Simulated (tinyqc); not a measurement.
From results back to parameters: delta-doped layer in the Thomas-Fermi potential. Three cases, with inputs chosen for the exercise.

Problem. The depth of the well was computed from a hidden sheet density.

All donors ionised in the plane z = 0, zero temperature, energies from the Fermi level EF of the Thomas-Fermi model, which lies at the bulk band edge; c = hbar^2/2m0, q = e^2/(4 pi eps0). Layer in a (001) plane: two valleys with m_z = ml, m_d = mt (unprimed) and four with m_z = mt, m_d = sqrt(ml mt) (primed); m3 = (ml mt^2)^(1/3), gv = 6. With n = (gv/3 pi^2)(m3 (-V)/c)^(3/2) and V'' = -(4 pi q/eps) n for z > 0, the solution is V = -b/(|z| + z0)^4 with sqrt(b) = 20/K, K = (4 pi q/eps)(gv/3 pi^2)(m3/c)^(3/2), and z0^5 = 4b/(e F0), e F0 = 2 pi q N/eps; 1e13/cm^2 = 1e-3/angstrom^2. Exchange and correlation are left out.

Constants: hbar^2/2m0 = 3.80998211 eV angstrom^2; e^2/(4 pi eps0) = 14.39964547 eV angstrom.

Case 1.

Values chosen (out of a larger set: near those of a delta-doped layer in Si; not measured data): ml = 0.938 m0 (longitudinal mass); mt = 0.192 m0 (transverse mass); eps = 12 (dielectric constant).

depth = 0.417356 eV

Case 2.

Values chosen (out of a larger set: near those of a delta-doped layer in Si; not measured data): ml = 0.929 m0 (longitudinal mass); mt = 0.187 m0 (transverse mass); eps = 11.7 (dielectric constant).

depth = 0.095845 eV

Case 3.

Values chosen (out of a larger set: near those of a delta-doped layer in Si; not measured data): ml = 0.909 m0 (longitudinal mass); mt = 0.184 m0 (transverse mass); eps = 12 (dielectric constant).

depth = 0.082114 eV

Find: b; z0; N.

Solution. b does not depend on N; z0 = (b/depth)^(1/4), e F0 = 4b/z0^5 and N = eps e F0/(2 pi q).

Case 1.

b = 6.852e+04 eV angstrom^4
z0 = 20.13 angstrom
N = 11.0 x 1e13/cm^2

Case 2.

b = 6.933e+04 eV angstrom^4
z0 = 29.16 angstrom
N = 1.70 x 1e13/cm^2

Case 3.

b = 7.699e+04 eV angstrom^4
z0 = 31.12 angstrom
N = 1.40 x 1e13/cm^2

Computed by tinyqc, one run a case: `OMP_NUM_THREADS=1 python tinyqc.py N N+1 out.jsonl` with N = 1281012, 1281054, 1281059; one thread of a shared Intel(R) Xeon(R) Processor @ 2.30GHz, about 0.1 s a run at most.
